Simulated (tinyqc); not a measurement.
Shallow donor in an anisotropic valley (effective-mass theory): sweeps and comparisons. A value that a table varies takes the place of the one given here.

One valley: H = -c [(d2/dx2 + d2/dy2)/mt + (d2/dz2)/ml] - q/(eps r), c = hbar^2/2m0, q = e^2/(4 pi eps0). Trial function exp(-sqrt((x^2 + y^2)/a^2 + z^2/b^2)) with a > b: T = (c/3)(2/(mt a^2) + 1/(ml b^2)), V = -(q/eps) atan(u/b)/u, u = sqrt(a^2 - b^2). The central cell of the impurity is left out.

Constants: hbar^2/2m0 = 3.80998211 eV angstrom^2; e^2/(4 pi eps0) = 14.39964547 eV angstrom; Ry = 13.60569312 eV; a0 (Bohr radius) = 0.5291772105 angstrom.

Values chosen for the exercise (near those of 3C SiC; the results hold for these values, not for the real material):
- mt = 0.248 m0 (transverse mass)
- eps = 9.5 (dielectric constant)
- xs = (1.2, 2, 3.4, 4.7, 7.6, 21, 64, 290) (ratios ml/mt)
- ml = 0.651 m0 (longitudinal mass)

## Mass anisotropy

mt and eps fixed, ml varied. Energies in units of Ry*(mt) = Ry mt/eps^2 and lengths in a*(mt) = a0 eps/mt; the last two columns use one mass, 3/(1/ml + 2/mt) or (ml mt^2)^(1/3).

Results:

| ml/mt | a/a* | b/a | binding | conductivity mass | density-of-states mass |
|---|---|---|---|---|---|
| 1.20 | 0.962 | 0.937 | 1.062 | 1.059 | 1.063 |
| 2.00 | 0.870 | 0.782 | 1.241 | 1.200 | 1.260 |
| 3.40 | 0.792 | 0.649 | 1.436 | 1.308 | 1.504 |
| 4.70 | 0.751 | 0.579 | 1.557 | 1.356 | 1.675 |
| 7.60 | 0.699 | 0.490 | 1.737 | 1.407 | 1.966 |
| 21.0 | 0.616 | 0.345 | 2.107 | 1.465 | 2.759 |
| 64.0 | 0.554 | 0.236 | 2.474 | 1.488 | 4.000 |
| 290 | 0.502 | 0.141 | 2.877 | 1.497 | 6.619 |

The binding grows from 1.06 to 2.88 Ry*(mt); for ml going to infinity the exact problem becomes two-dimensional, with 4 Ry*. The conductivity mass saturates at 1.5 and underbinds, by 13 % at ml/mt = 4.7; the density-of-states mass errs by +8 % there and by +130 % in the last row. With these mt and eps one unit is 37.39 meV.

## What each parameter does

The minimum of the trial energy. Each row changes one parameter from the base and keeps the others.

Results:

| case | E (meV) | a (angstrom) | b (angstrom) | b/a |
|---|---|---|---|---|
| base | -50.10 | 16.78 | 11.92 | 0.710 |
| ml = 0.521 m0 | -47.07 | 17.47 | 13.43 | 0.768 |
| mt = 0.223 m0 | -46.37 | 18.32 | 12.53 | 0.684 |
| eps = 8.6 | -61.14 | 15.19 | 10.79 | 0.710 |

The largest shifts from the base row, up to three for each result and ties (the steps differ in size, so this ranks the rows, not the parameters). E (meV): eps -11.04, mt +3.73, ml +3.04. a (angstrom): eps -1.59, mt +1.54, ml +0.69. b (angstrom): ml +1.51, eps -1.13, mt +0.61. b/a: ml +0.058, mt -0.026; unchanged at the printed digits by eps. eps only rescales the solution (E as 1/eps^2, lengths as eps), so b/a depends on ml/mt alone.

(tinyqc, `OMP_NUM_THREADS=1 python tinyqc.py 1281783 1281784 out.jsonl`, Intel(R) Xeon(R) Processor @ 2.30GHz, 1 thread, shared host, about 0.01 s.)
